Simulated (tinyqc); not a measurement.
Equal gaps, different models: fitting sp3s* parameters to three gaps by Newton steps.

sp3s* tight binding, nearest neighbours only: anion (a) at 0, cation (c) at a/4 (1,1,1), orbitals s, px, py, pz, s* on each; k in units of 2 pi/a. With phases e_j = exp(i (pi/2) k.n_j) for n = (1,1,1), (1,-1,-1), (-1,1,-1), (-1,-1,1): g0 = (e1+e2+e3+e4)/4, g1 = (e1+e2-e3-e4)/4, g2 = (e1-e2+e3-e4)/4, g3 = (e1-e2-e3+e4)/4. The diagonal holds the levels Esa, Epa, Exa (s*) and Esc, Epc, Exc. Anion-cation block: <sa|sc> = Vss g0; <sa|xc> = Vsapc g1; <xa|sc> = -Vscpa g1; <xa|xc> = Vxx g0; <xa|yc> = <ya|xc> = Vxy g3, <xa|zc> = <za|xc> = Vxy g2, <ya|zc> = <za|yc> = Vxy g1; <s*a|xc> = Vxapc g1; <xa|s*c> = -Vpaxc g1; y and z take g2 and g3 in place of g1; s-s* and s*-s* vanish.

Gaps are level 5 at Gamma, X = (1,0,0) and L = (1/2,1/2,1/2) less level 4 at Gamma; no spin-orbit coupling. Free parameters: Vss, Vsapc and Vpaxc. H is linear in them, so by Hellmann-Feynman J_ij = <u|dH/dp_j|u> for level 5 at point i less the same for level 4 at Gamma. Newton: p(new) = p + J^-1 (target - gaps); stop when all misses are below 1e-7 eV.

Constants: hbar^2/2m0 = 3.80998211 eV angstrom^2.

Values chosen for the exercise (out of a larger set: near a published set for InP, fitted to gaps, whose masses and valley positions are rough; not measured data): p = (-8.545, 0.873, -1.488, 4.031, 8.232, 7.047, -5.345, 1.886, 4.241, 2.23, 5.605, 3.467, 4.47) eV (start, order Esa, Epa, Esc, Epc, Exa, Exc, Vss, Vxx, Vxy, Vsapc, Vscpa, Vxapc, Vpaxc); tg = (1.2605, 2.4802, 1.8992) eV (target gaps at Gamma, X, L); a = 5.864 angstrom (lattice constant).

The same three targets are met with other triples of free parameters (those for which Newton converges within 3 eV of the start). Not fitted: level 5 at K = (3/4,3/4,0) above Ev, the spacing of levels 6 and 5 at X, the depth of level 2 at X below Ev, the valence width at Gamma, and the mass c q^2/(E(q) - E(0)) of level 5 along [100], q = 0.002 (2 pi/a), c = hbar^2/2m0.

Unfitted results:

| free parameters | largest change (eV) | K (eV) | X spacing (eV) | level 2 at X (eV) | valence width (eV) | mass (m0) |
|---|---|---|---|---|---|---|
| start | 0.000 | 2.363 | 0.566 | 6.652 | 11.413 | 0.1203 |
| Vss, Vxapc, Vpaxc | 0.203 | 2.418 | 0.629 | 6.595 | 11.278 | 0.1057 |
| Esc, Vxapc, Vpaxc | 0.586 | 2.426 | 0.791 | 6.590 | 11.453 | 0.1072 |
| Vss, Vsapc, Vpaxc | 0.183 | 2.405 | 0.463 | 6.675 | 11.278 | 0.1036 |
| Esa, Vxapc, Vscpa | 0.626 | 2.414 | 0.577 | 6.748 | 11.904 | 0.1013 |
| Vss, Exa, Exc | 0.543 | 2.419 | 0.676 | 6.627 | 11.278 | 0.1057 |
| Esc, Vsapc, Exc | 0.705 | 2.418 | 0.650 | 6.712 | 11.453 | 0.1051 |

All fitted rows have the same three gaps, yet they spread by 21 meV at K, 327 meV in the X spacing, 157 meV in level 2 at X, 626 meV in the valence width and 5.6 % in the mass. The smallest change of parameters, 0.183 eV, is that of Vss, Vsapc, Vpaxc. A fit fixes what it was given and leaves the rest to the choice of free parameters.

(tinyqc, `OMP_NUM_THREADS=1 python tinyqc.py 1452732 1452733 out.jsonl`, Intel(R) Xeon(R) Processor @ 2.30GHz, 1 thread, shared host, about 0.1 s.)
